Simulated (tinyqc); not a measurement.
# One-sided p+-n junction, ionisation integral and breakdown: two studies

A p+ layer at x < 0 and an n drift layer from x = 0. Depletion approximation, built-in voltage neglected. Local ionisation coefficients alpha_n = an exp(-(bn/E)^mx), alpha_p = ap exp(-(bp/E)^mx). Electrons move towards +x, holes towards x = 0.

Inputs (values chosen for the exercise); material values close to those of gallium nitride: relative permittivity eps_r = 9.38; prefactor of the electron ionisation coefficient an = 2.86e8 1/cm; field constant for electrons bn = 3.6e7 V/cm; prefactor of the hole ionisation coefficient ap = 1.26e8 1/cm; field constant for holes bp = 1.96e7 V/cm; exponent mx = 1; electron mobility of the drift layer mu = 1010 cm^2/(V s); donor density of the drift layer N = 9.5e15 cm^-3.

Constants: q = 1.602176634e-19 C, eps0 = 8.8541878128e-14 F/cm where lengths are in cm. Results are converted to the units shown.

Each table varies one quantity; the others keep the values above.

## Multiplication against voltage

W = sqrt(2 eps0 eps_r V/(q N)), peak field E0 = q N W/(eps0 eps_r), falling linearly to 0 at W. G(x) = integral from 0 to x of (alpha_n - alpha_p); I_n = integral of alpha_n exp(-G) (electrons injected at x = 0), I_p = integral of alpha_p exp(G(end) - G) (holes injected at the far edge); M = 1/(1 - I). Integrals on a fine grid; BV is where I_n = 1. Here BV = 1715.00 V; the Miller exponent is n = ln(1 - 1/M)/ln(V/BV).

Multiplication against voltage:
```
V (V)	E0 (kV/cm)	I_n	I_p	M_n	M_p	Miller n, electrons	Miller n, holes
686	1.59e3	1.40e-6	0.0323	1.00	1.03	14.7	3.75
857	1.77e3	1.98e-5	0.138	1.00	1.16	15.6	2.85
1030	1.94e3	1.59e-4	0.372	1.00	1.59	17.2	1.94
1200	2.10e3	9.51e-4	0.676	1.00	3.08	19.5	1.10
1370	2.24e3	0.00577	0.902	1.01	10.2	23.0	0.461
1470	2.32e3	0.0191	0.965	1.02	28.7	25.7	0.230
1580	2.41e3	0.0904	0.993	1.10	135	29.3	0.0909
1650	2.46e3	0.291	0.998	1.41	543	32.0	0.0477
1690	2.49e3	0.610	1.00	2.57	2.05e3	33.6	0.0332
```

What does the comparison show?

M_n rises from 1.000 to 2.57 and M_p from 1.033 to 2050; both diverge at BV. The Miller exponent for electrons rises from 14.7 to 33.6 and that for holes falls from 3.75 to 0.0332, so one exponent describes neither over the whole range. The larger multiplication belongs to holes, whose coefficient at the peak field of the last row is 320 times the other.

## Effect of the drift doping

Same model as above.

Specific on-resistance Ron = W/(q mu N) with constant mobility and full ionisation.

Effect of the drift doping:
```
N (cm^-3)	BV (V)	E0 at BV (kV/cm)	W at BV (um)	Ron (mohm cm^2)	BV^2/Ron (MW/cm^2)	eps0 eps_r mu E0^3/4 (MW/cm^2)
7.9e14	1.34e4	2.02e3	133	104	1.73e3	1.73e3
1.5e15	7.84e3	2.13e3	73.6	30.3	2.03e3	2.03e3
2.9e15	4.54e3	2.25e3	40.3	8.58	2.40e3	2.40e3
5.6e15	2.64e3	2.39e3	22.1	2.44	2.86e3	2.86e3
1.1e16	1.52e3	2.54e3	12.0	0.673	3.44e3	3.44e3
2.1e16	904	2.71e3	6.68	0.197	4.16e3	4.16e3
4e16	541	2.89e3	3.74	0.0579	5.06e3	5.06e3
7.6e16	326	3.09e3	2.11	0.0172	6.21e3	6.21e3
```

BV falls from 13400 to 326 V while the critical field rises from 2020 to 3090 kV/cm. BV goes as N^(-0.84) between the first two rows and N^(-0.79) between the last two (a coefficient proportional to E^7 gives -0.75 without punch-through). Ron goes as BV^(2.34) over the table; the last two columns agree since BV = E0 W/2 and N = eps0 eps_r E0/(q W).

Computed by the program tinyqc: `OMP_NUM_THREADS=1 python tinyqc.py 2120122 2120123 out.jsonl`, one thread of a shared Intel Xeon 2.30GHz, about 0.08 s for the whole run.
